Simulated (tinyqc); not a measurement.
Inside a calculation. Method: coupled-perturbed Hartree-Fock on RHF in the 6-31g basis, for H2, spin multiplicity 1. One step of it, computed by the program tinyqc.

Question. Coupled step 1. U_ai = -(mu_ai + sum_bj [4 (ai|bj) - (ab|ij) - (aj|bi)] U_bj) / (e_a - e_i); alpha = -4 sum U_ai mu_ai.

uncoupled U:
```
           i1
a2   1.373207
a3   0.000000
a4  -0.091046
```

dipole integrals <a|z|i> (bohr):
```
           i1
a2  -1.084065
a3   0.000000
a4   0.171392
```

orbital energies (hartree): MO1 -0.572646, MO2 0.216794, MO3 0.814157, MO4 1.309840

Two-electron integrals over orbitals (pq|rs), unique and non-zero (hartree):
```
(11|11) 0.621928    (21|21) 0.088645    (22|11) 0.436351    (22|22) 0.390116
(31|11) 0.156915    (31|22) 0.055740    (31|31) 0.105012    (32|21) -0.011865
(32|32) 0.034579    (33|11) 0.523333    (33|22) 0.387010    (33|31) 0.119884
(33|33) 0.466131    (41|21) -0.080646   (41|32) -0.030432   (41|41) 0.129212
(42|11) -0.142514   (42|22) -0.060084   (42|31) -0.076638   (42|33) -0.104901
(42|42) 0.072721    (43|21) -0.094587   (43|32) -0.011420   (43|41) 0.125161
(43|43) 0.141781    (44|11) 0.632075    (44|22) 0.445007    (44|31) 0.192408
(44|33) 0.546225    (44|42) -0.167673   (44|44) 0.705003
```

Give: U after step 1; polarisability.

Answer.

U after step 1:
```
        i1
a2   1.658
a3   0.000
a4  -0.030
```

polarisability = 7.211 bohr^3
